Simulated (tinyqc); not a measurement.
Parabolic quantum dot in a magnetic field (Fock-Darwin): sweeps and comparisons. A value that a table varies takes the place of the one given here.

Two dimensions, V = m w0^2 r^2/2, one valley. hbar wc = 2 muB B/m, W = sqrt(w0^2 + wc^2/4), E(n, l, s) = (2n + |l| + 1) hbar W - l hbar wc/2 + s gs muB B, n = 0, 1, ..., l = 0, +/-1, ..., s = +/-1/2; length lam = sqrt(2c/(m hbar W)), c = hbar^2/2m0.

Two electrons, first order in the Coulomb energy: the singlet (0,0)^2 has 2W + J0 and the lowest triplet (0,0)(0,1) has 3W - wc/2 + J0/2 - Ez, with J0 = sqrt(pi/2) q/(eps lam), q = e^2/(4 pi eps0), Ez = |gs| muB B.

Exact treatment: the centre of mass separates with energy W, and the relative motion obeys [-(2c/m) Laplacian + (2c/m) r^2/(2 lam^2)^2 + q/(eps r)] psi = e_l psi for angular number l, solved in 14 Gaussians r^l exp(-a r^2), a = 1.7^i/(4 lam^2), i = -3 to 10. E(S) = W + e_0, E(T) = W + e_1 - wc/2 - Ez.

Constants: muB = 5.788381798e-05 eV/T; hbar^2/2m0 = 3.80998211 eV angstrom^2; e^2/(4 pi eps0) = 14.39964547 eV angstrom.

Parameters, chosen for this exercise (near those of a gate-defined dot in Si; not measured data): m = 0.1883 m0 (mass); gs = 1.9 (g factor); w0 = 1.6 meV (confinement energy hbar w0); Bs = (0, 0.65, 1.3, 2.1, 3.1, 4.7, 6.8) T (fields); eps = 11.6 (dielectric constant); B = 1.44 T (magnetic field).

## Levels against field

Six orbital levels without the Zeeman term.

Levels (meV):
```
B (T)  (0,0)  (0,1)  (0,-1)  (0,2)  (1,0)  (0,3)
0      1.600  3.200   3.200  4.800  4.800  6.400
0.65   1.612  3.025   3.425  4.438  4.837  5.850
1.3    1.649  2.899   3.698  4.148  4.947  5.398
2.1    1.725  2.805   4.096  3.885  5.176  4.965
3.1    1.862  2.772   4.678  3.681  5.587  4.590
4.7    2.156  2.867   5.756  3.578  6.467  4.289
6.8    2.632  3.174   7.355  3.717  7.897  4.259
```

What can be read from the table?

(0,2) crosses (0,-1) where W = 3 wc/2, that is wc = w0/sqrt(2), B = 1.84 T, and (0,3) crosses it at W = wc, B = 3.01 T. States with n = 0 and l >= 0 draw together into the lowest Landau level: their spacing W - wc/2 shrinks from 1.60 to 0.54 meV, while (0,-1) climbs to 4.72 meV above (0,0).

## Singlet against triplet in a field

For each field, first order and exact.

Energies (meV):
```
B (T)      J0  W - wc/2     Ez  E(T) - E(S), first order  exact
0       9.783     1.600  0.000                    -3.291   0.38
0.65    9.821     1.413  0.071                    -3.569   0.11
1.3     9.932     1.250  0.143                    -3.859  -0.15
2.1    10.159     1.080  0.231                    -4.231  -0.46
3.1    10.554     0.909  0.341                    -4.709  -0.83
4.7    11.355     0.711  0.517                    -5.484  -1.39
6.8    12.548     0.542  0.748                    -6.480  -2.10
```

What can be read from the table?

Exactly, the triplet drops below the singlet between 0.65 and 1.3 T. First order has the triplet lower even at zero field, which the exact solution forbids; with J0/W = 6.11 at zero field it misses the splitting there by 3.67 meV. From the first row to the last the orbital cost falls by 1.06 meV, the Coulomb gain J0/2 (half direct, half exchange) grows by 1.38 meV and the Zeeman gain by 0.75 meV. States of higher angular number, which take over at higher fields, in soft dots already within such a table, are left out.

## What each parameter does

The two modes W +/- wc/2, lam and the exact E(T) - E(S), with q = e^2/(4 pi eps0) and Ez = |gs| muB B. Each row changes one parameter from the base and keeps the others.

Results:
```
case           upper mode (meV)  lower mode (meV)  lam (angstrom)  E(T) - E(S) (meV)
base                      2.103             1.217           156.1              -0.20
B = 0.86 T                1.886             1.357           158.0               0.03
w0 = 2 meV                2.491             1.606           140.6              -0.07
m = 0.2165 m0             2.031             1.261           146.2              -0.17
gs = 2.85                 2.103             1.217           156.1              -0.28
eps = 9.9                 2.103             1.217           156.1              -0.24
```

What can be read from the table?

The largest shifts from the base row, up to three for each result and ties (the steps differ in size, so this ranks the rows, not the parameters). upper mode (meV): w0 +0.388, B -0.217, m -0.072; unchanged at the printed digits by gs and eps. lower mode (meV): w0 +0.388, B +0.140, m +0.043; unchanged at the printed digits by gs and eps. lam (angstrom): w0 -15.6, m -9.9, B +1.8; unchanged at the printed digits by gs and eps. E(T) - E(S) (meV): B +0.23, w0 +0.13, gs -0.08.

tinyqc: `OMP_NUM_THREADS=1 python tinyqc.py 1280557 1280558 out.jsonl`; about 0.06 s, one thread, shared Intel(R) Xeon(R) Processor @ 2.30GHz.
